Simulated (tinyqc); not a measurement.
p-n heterojunction, non-linear Poisson equation by Newton steps, Fermi-Dirac statistics: effect of the acceptor density of material 1.

One dimension, material 1 (p-type) at x < 0 and material 2 (n-type) at x > 0. Band edges: Ec = -psi in material 1 and -psi + dEc in material 2, Ev = Ec - Eg. Flat quasi-Fermi levels: 0 for holes, +V for electrons. n = Nc F((EFn - Ec)/Vt), p = Nv F((Ev - EFp)/Vt), with F(eta) = F_1/2(eta) = (2/sqrt(pi)) int_0^infinity sqrt(u) du/(1 + exp(u - eta)) (Fermi-Dirac statistics); full ionisation, no interface charge, classical densities; the doping types are chosen for the exercise.

Exact first integral: on each side D^2/(2 eps0 er) = G, G = q [Vt (nI_j - nI_b) + Vt (pI_j - pI_b) - C (psi_j - psi_b)], with C = -N1 or +N2, b the neutral end of that side, and nI, pI the densities with F_1/2 replaced by F_3/2(eta) = (4/(3 sqrt(pi))) int_0^infinity u^(3/2) du/(1 + exp(u - eta)). D is continuous, so er1 G1(psi_j) = er2 G2(psi_j) fixes psi_j. Ends from Nv1 F((-psi_L - Eg1)/Vt) = N1 and Nc2 F((V + psi_R - dEc)/Vt) = N2. D is counted positive when psi rises towards material 2. Depletion (Anderson) capacitance C^2 = q eps0 er1 er2 N1 N2/(2 (er1 N1 + er2 N2)(psi_R - psi_L)). -dD/dV is the change of the displacement at the interface with both quasi-Fermi levels flat; it is the terminal capacitance only while neither side holds an inversion layer. n_j and p_j are densities at the interface.

Values chosen for this exercise; band and dielectric values close to those of crystalline and amorphous silicon: temperature T = 300 K; band gap of material 1 Eg1 = 1.11 eV; relative permittivity of material 1 er1 = 11.5; conduction-band density of states of material 1 Nc1 = 2.8e19 cm^-3; valence-band density of states of material 1 Nv1 = 2.63e19 cm^-3; band gap of material 2 Eg2 = 1.69 eV; relative permittivity of material 2 er2 = 12.1; conduction-band density of states of material 2 Nc2 = 9.98e19 cm^-3; valence-band density of states of material 2 Nv2 = 1e20 cm^-3; conduction-band offset Ec2 - Ec1 dEc = 0.15 eV; donor density of material 2 N2 = 2.8e18 cm^-3; bias of side 1 against side 2 V = 0 V.

Constants: q = 1.602176634e-19 C, kB = 1.380649e-23 J/K, Vt = kB T/q, eps0 = 8.8541878128e-14 F/cm where lengths are in cm. Results are converted to the units shown.

Results:
columns A: N1 (cm^-3); B: psi_R - psi_L (V); C: psi_j - psi_L (V); D: psi_R - psi_j (V); E: D/q (cm^-2); F: n_j in 1 (cm^-3); G: p_j in 2 (cm^-3); H: -dD/dV (nF/cm^2); I: depletion C (nF/cm^2)
```
A            B       C        D         E         F         G      H      I
3.2e16  0.9944  0.9007  0.09371  1.601e12  6.453e18  5.386e-6  6.240  50.96
7.4e16   1.016  0.9181  0.09801  1.649e12  5.529e18  6.359e-6  15.51  76.13
1.7e17   1.038  0.9278   0.1098  1.776e12  3.586e18  1.005e-5  42.49  112.4
4.1e17   1.060  0.9062   0.1543  2.193e12  6.665e17  5.608e-5  139.4  166.4
9.7e17   1.083  0.8015   0.2814  3.092e12  4.928e15  0.007649  240.0  234.5
5.4e18   1.129  0.4066   0.7222  5.106e12   1.937e8   1.946e5  380.1  371.1
1.3e19   1.154  0.2313   0.9228  5.795e12   8.256e4   4.566e8  422.0  412.0
```

Estimate the missing row, N1 = 2.3e18 cm^-3.

Computed row:
columns A: N1 (cm^-3); B: psi_R - psi_L (V); C: psi_j - psi_L (V); D: psi_R - psi_j (V); E: D/q (cm^-2); F: n_j in 1 (cm^-3); G: p_j in 2 (cm^-3); H: -dD/dV (nF/cm^2); I: depletion C (nF/cm^2)
```
A           B       C       D         E         F      G      H      I
2.3e18  1.106  0.6178  0.4878  4.159e12  1.675e12  22.50  316.2  308.7
```

With this row back in the table: As N1 goes from 3.2e16 to 1.3e19, the total bending rises from 0.994 to 1.15 V and the sheet charge D/q rises from 1.60e12 to 5.80e12 cm^-2; the share of the bending in material 1 falls from 90.6 to 20.0 %. The capacitance departs most from the depletion formula at N1 = 3.2e16, where it is 88 % below it, and there the electrons at the interface in material 1 outnumber its acceptors: an inversion layer has formed.

Computed by the program tinyqc: `OMP_NUM_THREADS=1 python tinyqc.py 2040141 2040142 out.jsonl`, one thread of a shared Intel Xeon 2.30GHz, about 0.2 s for the whole run.
